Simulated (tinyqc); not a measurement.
## Delay unit and parasitic delay from two ring oscillators

Question. A ring of 11 inverters oscillates at 1/(2 x 11 d), with stage delay d = tau (h + p) for fan-out h. Find tau, p and the delay at fan-out 4.

frequencies of 11-stage ring oscillators with fan-out 1 and 6 (GHz): [3.1537623, 1.0679407]

Answer. d is a straight line in h with slope tau and intercept tau p.

tau = 5.63 ps
p = 1.56
delay at fan-out 4 = 31.3 ps

Computed by the program tinyqc: `OMP_NUM_THREADS=1 python tinyqc.py 2082019 2082020 out.jsonl`, one thread of a shared Intel Xeon 2.30GHz, about 0.01 s for the whole run.
